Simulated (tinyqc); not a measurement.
Correction of a charged-defect supercell by a model charge and potential alignment (plane-averaged potentials). Inputs raised by 10 %, one at a time. Computed by tinyqc, a small Python program. Command: `OMP_NUM_THREADS=1 python tinyqc.py 3114036 3114037 out.jsonl align sens`. One thread of a shared host (Intel(R) Xeon(R) Processor @ 2.30GHz), about 0.02 s of CPU time with the checks.

The "true" defect charge is (1 - x) q in a Gaussian of width sigma plus x q in one of width sigma_t, so the exact answer is known; the correction sees only a single model Gaussian of width sigma_m. A Gaussian of width s has the transform rho(G) = exp(-G^2 s^2/2), normalised to 1. A uniform background cancels q, so G = 0 is left out. Potentials are those felt by a unit positive charge. E_0 is the formation energy of the isolated defect, E_cell its value in the supercell, E_lat = E_iso - E_per of the model charge, C the true less the model potential far from the defect; the exact correction is E_0 - E_cell, and the error of a scheme is E_cell plus its correction less E_0.

Inputs (values chosen for the exercise, with screening close to that of Al2O3): defect charge q = 1 e; dielectric constant eps = 9.17; edge of the cubic cell L = 18.7 angstrom; width sigma of the true defect charge = 1.6 angstrom; width sigma_m of the model charge = 1.4 angstrom; share x of the charge in a wide tail = 0.06; width sigma_t of the tail = 2.6 angstrom; formation energy of the isolated defect E_0 = 5.53 eV.

Constants: e^2/(4 pi eps_0) = 14.39964548 eV angstrom.

Method:
- Periodic energy E_per = (2 pi q^2/(eps L^3)) (e^2/(4 pi eps_0)) sum_(G != 0) rho(G)^2/G^2, G = (2 pi/L)(n1, n2, n3), |n_i| <= 16. Isolated energy: two Gaussians of charges q_a, q_b and widths a, b interact by q_a q_b (e^2/(4 pi eps_0 eps)) sqrt(2/pi)/sqrt(a^2 + b^2), and the self-energy is half the sum over pairs.
- Supercell value E_cell = E_0 + E_per - E_iso for the true charge.
- E_lat = E_iso - E_per for the model charge; point-charge value alpha q^2 e^2/(4 pi eps_0 eps 2 L) with alpha = 2.837297.
- Plane-averaged potential at distance z from the defect: V(z) = (4 pi q/(eps L^3)) (e^2/(4 pi eps_0 e)) sum_(m != 0) rho(G_m) cos(G_m z)/G_m^2, G_m = 2 pi m/L, |m| <= 40.
- C = difference at z = L/2; E_corr = E_cell + E_lat - q C. For charges that have died out at L/2, C = (2 pi q/(eps L^3)) (e^2/(4 pi eps_0 e)) (<s^2> - sigma_m^2), <s^2> = (1 - x) sigma^2 + x sigma_t^2.

Runs; columns: (1) input moved; (2) from; (3) to; (4) E_lat (eV); (5) alignment C (V); (6) error without alignment (meV); (7) error with the point-charge term alone (meV):
```
(1)                                                (2)     (3)     (4)       (5)    (6)    (7)
base run                                             -       -  0.1162  0.001285  1.286  4.243
dielectric constant eps                           9.17  10.087  0.1056  0.001168  1.169  3.857
edge of the cubic cell L (angstrom)               18.7   20.57  0.1061  0.000966  0.966  3.188
width sigma of the true defect charge (angstrom)   1.6    1.76  0.1162  0.002047  2.048  5.005
width sigma_m of the model charge (angstrom)       1.4    1.54  0.1156  0.000664  0.664  4.243
width sigma_t of the tail (angstrom)               2.6    2.86  0.1162  0.001411  1.414  4.371
share x of the charge in a wide tail              0.06   0.066  0.1162  0.001323  1.324  4.281
```

Exponents ln(y'/y) / ln(x'/x):
```
input                                   E_lat  alignment C  error without alignment  error with the point-charge term alone
dielectric constant eps                -1.000       -1.000                   -1.000                                  -1.000
edge of the cubic cell L               -0.954       -2.996                   -3.000                                  -3.000
width sigma of the true defect charge   0.000        4.888                    4.886                                   1.734
width sigma_m of the model charge      -0.056       -6.929                   -6.924                                   0.000
width sigma_t of the tail               0.000        0.985                    1.000                                   0.313
share x of the charge in a wide tail    0.000        0.305                    0.306                                   0.094
```

Among the inputs moved here: E_lat answers most in size to dielectric constant eps (exponent -1.000), next to edge of the cubic cell L (-0.954); its exponent is below 0.0005 for width sigma of the true defect charge, width sigma_t of the tail, share x of the charge in a wide tail. Alignment C answers most in size to width sigma_m of the model charge (exponent -6.929), next to width sigma of the true defect charge (+4.888). Its exponent -2.996 in edge of the cubic cell L: a second moment over the volume. Error without alignment answers most in size to width sigma_m of the model charge (exponent -6.924), next to width sigma of the true defect charge (+4.886). Error with the point-charge term alone answers most in size to edge of the cubic cell L (exponent -3.000), next to width sigma of the true defect charge (+1.734); its exponent is below 0.0005 for width sigma_m of the model charge. Its exponent -3.000 in edge of the cubic cell L: the next term after the point charge.
